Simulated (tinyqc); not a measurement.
# Long-channel MOSFET, surface-potential model: what changes with what

n-channel transistor on a uniformly doped p-type body, gradual-channel approximation, constant mobility, Boltzmann statistics, full ionisation. Potentials are counted from the neutral body; V is the electron quasi-Fermi potential, Vsb at the source and Vsb + Vds at the drain. Charges are magnitudes per area.

Inputs (values chosen for the exercise); material values close to those of silicon: temperature T = 300 K; band gap Eg = 1.13 eV; relative permittivity of the semiconductor eps_r = 11.8; conduction-band density of states at T Nc = 2.81e19 cm^-3; valence-band density of states at T Nv = 2.68e19 cm^-3; acceptor density of the body Na = 1.8e16 cm^-3; relative permittivity of the gate insulator eox = 21.2; insulator thickness tox = 130 nm; flat-band voltage Vfb = -0.48 V; channel mobility mu = 190 cm^2/(V s); gate width W = 2 um; gate length L = 1 um; source-body reverse bias Vsb = 0 V; drain-source voltage Vds = 0.2 V.

Constants: q = 1.602176634e-19 C, kB = 1.380649e-23 J/K, Vt = kB T/q, eps0 = 8.8541878128e-14 F/cm where lengths are in cm. Results are converted to the units shown.

Each table varies one quantity; the others keep the values above.

## Output curve

ni = sqrt(Nc Nv) exp(-Eg/(2 Vt)), Eg in volts; phiF = Vt ln(Na/ni); Cox = eps0 eox/tox; gamma = sqrt(2 q eps0 eps_r Na)/Cox. The surface potential psi at channel potential V solves Vgs + Vsb - Vfb - psi = gamma sqrt(G), G = psi - Vt + Vt exp((psi - 2 phiF - V)/Vt). Charge sheet: Qi = Cox gamma [sqrt(G) - sqrt(psi - Vt)]; I = mu (W/L) [integral of Qi dpsi from psi_0 to psi_L (drift) + Vt (Qi0 - QiL) (diffusion)], with psi_0 at V = Vsb and psi_L at V = Vsb + Vds. Pao-Sah: Qi(V) = (Cox gamma/2) integral from 3 Vt to psi of exp((u - 2 phiF - V)/Vt)/sqrt(G(u, V)) du, and I = mu (W/L) integral of Qi dV from Vsb to Vsb + Vds. Square law: VT = Vfb + 2 phiF + gamma sqrt(2 phiF + Vsb), m = 1 + gamma/(2 sqrt(2 phiF + Vsb)), I = mu Cox (W/L) [(Vgs - VT) v - m v^2/2] with v the smaller of Vds and (Vgs - VT)/m, and zero below VT.

In this table Vgs = 1.92 V.

Results:
```
Vds (V)  psi_L (V)  QiL (nC/cm^2)  I, charge sheet (uA)  I, Pao-Sah (uA)  I, square law (uA)
0.15         1.039          118.4                 7.429            7.575               8.928
0.31         1.191          90.83                 13.72            13.99               16.67
0.47         1.340          64.07                 18.38            18.74               22.57
0.63         1.485          38.36                 21.45            21.87               26.63
0.8          1.626          13.54                 23.08            23.54               28.93
1.12         1.704       0.001193                 23.42            23.88               29.31
1.28         1.704       2.448e-6                 23.42            23.88               29.31
1.44         1.704       5.022e-9                 23.42            23.88               29.31
```

Estimate the missing row, Vds = 0.96 V.

Computed row:
```
Vds (V)  psi_L (V)  QiL (nC/cm^2)  I, charge sheet (uA)  I, Pao-Sah (uA)  I, square law (uA)
0.96         1.701         0.5175                 23.41            23.87               29.31
```

With this row back in the table: The Pao-Sah current rises from 7.58 to 23.9 uA, while the charge at the drain end falls from 118 to 5.02e-9 nC/cm^2. The current first comes within 1 % of its last value at Vds = 0.96 V among the rows listed; the square law saturates at (Vgs - VT)/m = 0.903 V. Over the last two rows psi_L moves by less than 1 mV: the drain has lost hold of the surface potential, so the current no longer grows. In the last row the charge sheet is 1.9 % below Pao-Sah and the square law 23 % above it.

## Transfer curve from weak to strong inversion

Same model as above.

gm = dI/dVgs of the charge-sheet current.

Result of one run:
```
Vgs (V)  I, charge sheet (uA)  I, Pao-Sah (uA)  drift share (%)  gm/I (1/V)  I, square law (uA)
1.29                    3.243            3.326            90.09       2.931               4.631
```

What becomes of these results when the gate-source voltage Vgs is changed from 1.29 to 1.17 V, all else the same?

Result of the changed run:
```
Vgs (V)  I, charge sheet (uA)  I, Pao-Sah (uA)  drift share (%)  gm/I (1/V)  I, square law (uA)
1.17                    2.133            2.190            85.79       4.185               3.314
```

The whole series:
```
Vgs (V)  I, charge sheet (uA)  I, Pao-Sah (uA)  drift share (%)  gm/I (1/V)  I, square law (uA)
0.54                 5.367e-5         5.495e-5          0.05412       27.96                   0
0.67                 0.002083         0.002126            2.057       28.01                   0
0.79                  0.04512          0.04614            25.88       21.39             0.05891
0.92                   0.3582           0.3677            60.34       11.53              0.7016
1.04                    1.058            1.086            76.30       6.938               1.888
1.17                    2.133            2.190            85.79       4.185               3.314
1.29                    3.243            3.326            90.09       2.931               4.631
1.42                    4.503            4.611            92.64       2.185               6.058
1.54                    5.695            5.826            94.09       1.761               7.375
```

The charge-sheet current rises from 5.37e-5 to 5.70 uA. In the first row gm/I is 28.0 1/V, a swing of 82.3 mV a decade, against Vt ln 10 = 59.5 mV a decade for an ideal gate; in the last it is 1.76 1/V. Drift passes half of the current at Vgs = 0.92 V among the rows listed (VT = 0.737 V). The charge sheet departs most from Pao-Sah at Vgs = 1.04 V, where it is 2.7 % below it. In the last row the square law is 27 % above Pao-Sah.

Program tinyqc, `OMP_NUM_THREADS=1 python tinyqc.py 2360066 2360067 out.jsonl`; Intel Xeon 2.30GHz, shared host, one thread, about 0.05 s.
